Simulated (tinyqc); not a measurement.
Inside a calculation: Bethe-Salpeter matrix of a two-band square lattice (Tamm-Dancoff form). Values are carried at full precision from step to step, so a last printed digit may differ when a step is redone from the rounded ones.

One valence and one conduction band, lattice period 1, mesh k = 2 pi j/N along each axis (first index slowest). Pair energies D(k) = Eg + 2 t sum(1 - cos k), t = tc + tv. Screened attraction W(R) = U at R = 0 and V/|R| otherwise, R over the N x N cells with the nearest image; W(q) = sum_R W(R) cos(q R). H(k, k') = D(k) delta - W(k - k')/Nk + 2 J/Nk for singlets (J = 0 for triplets), Nk the number of k points. With a constant transition dipole the strength of a state is f = (sum_k A_k)^2/Nk, and the f sum to 1.

Values chosen for the exercise: Eg = 3.8 eV (quasiparticle gap); tc = 0.22 eV (conduction hopping); tv = 0.08 eV (valence hopping); U = 1.44 eV (attraction in the same cell); V = 0.65 eV (attraction at one cell distance); J = 0.3 eV (exchange in the same cell); N = 3 (k points along each axis).

## Pair energies and the kernel

List D(k), W(R) and W(q) on the mesh.

Mesh values (eV):
```
index j  D(k_j)  W(R = j)  W(q_j)
j00      3.8000    1.4400  5.8785
j01      4.7000    0.6500  1.1708
j02      4.7000    0.6500  1.1708
j10      4.7000    0.6500  1.1708
j11      5.6000    0.4596  0.5996
j12      5.6000    0.4596  0.5996
j20      4.7000    0.6500  1.1708
j21      5.6000    0.4596  0.5996
j22      5.6000    0.4596  0.5996
```

## The singlet matrix

Fill in H.

H (eV):
```
         j00      j01      j02      j10      j11      j12      j20      j21      j22
j00   3.2135  -0.0634  -0.0634  -0.0634        0        0  -0.0634        0        0
j01  -0.0634   4.1135  -0.0634        0  -0.0634        0        0  -0.0634        0
j02  -0.0634  -0.0634   4.1135        0        0  -0.0634        0        0  -0.0634
j10  -0.0634        0        0   4.1135  -0.0634  -0.0634  -0.0634        0        0
j11        0  -0.0634        0  -0.0634   5.0135  -0.0634        0  -0.0634        0
j12        0        0  -0.0634  -0.0634  -0.0634   5.0135        0        0  -0.0634
j20  -0.0634        0        0  -0.0634        0        0   4.1135  -0.0634  -0.0634
j21        0  -0.0634        0        0  -0.0634        0  -0.0634   5.0135  -0.0634
j22        0        0  -0.0634        0        0  -0.0634  -0.0634  -0.0634   5.0135
```

## Exciton levels and strengths

Diagonalise. For the lowest state give the amplitudes A_k (norm 1, largest positive) and f = (sum_k A_k)^2/Nk, Nk the size of the matrix.

levels (eV): 3.1945  4.0500  4.0502  4.1674  4.1674  4.9057  5.0230  5.0230  5.1404

amplitudes of the lowest state: j00 0.989, j01 0.074, j02 0.074, j10 0.074, j11 0.006, j12 0.006, j20 0.074, j21 0.006, j22 0.006

f of the lowest state = 0.190

The lowest state lies 0.6055 eV below the gap Eg = 3.8 eV and holds 19 % of the strength, against 11 % for one free pair. On a fine mesh the triplet and singlet bindings are 0.6694 and 0.4287 eV.

## Spectrum with and without the kernel

Distinct levels with their degeneracy and summed f, for singlets, beside the sorted triplet levels and free pairs.

Singlets:
```
E (eV)  degeneracy       f
3.1945           1  0.1899
4.0500           1  0.0000
4.0502           1  0.4917
4.1674           2  0.0000
4.9057           1  0.3183
5.0230           2  0.0000
5.1404           1  0.0000
```

triplet levels (eV): 3.0094  3.7645  4.0500  4.1674  4.1674  4.7765  5.0230  5.0230  5.1404

free pairs (eV): 3.8000  4.7000  4.7000  4.7000  4.7000  5.6000  5.6000  5.6000  5.6000

6 of the 9 singlets are dark; those whose amplitude vanishes at R = 0 also feel neither U nor J. The lowest singlet lies 0.1851 eV above the lowest triplet; first order gives 2 J f = 0.2738 eV with the f of the triplet envelope. The centre of the spectrum, sum f E = 4.1600 eV, equals mean D - U + 2J = 4.1600 eV.

## Checks

- Levels from the matrix in the electron-hole distance R against those in k: they agree to 1e-10 or better.

Computed by tinyqc, a small Python program: `OMP_NUM_THREADS=1 python tinyqc.py 1280223 1280224 out.jsonl` (the numbers bound the seed that draws the inputs); one thread of a shared host (Intel(R) Xeon(R) Processor @ 2.30GHz), about 0.7 s for the whole set of steps.
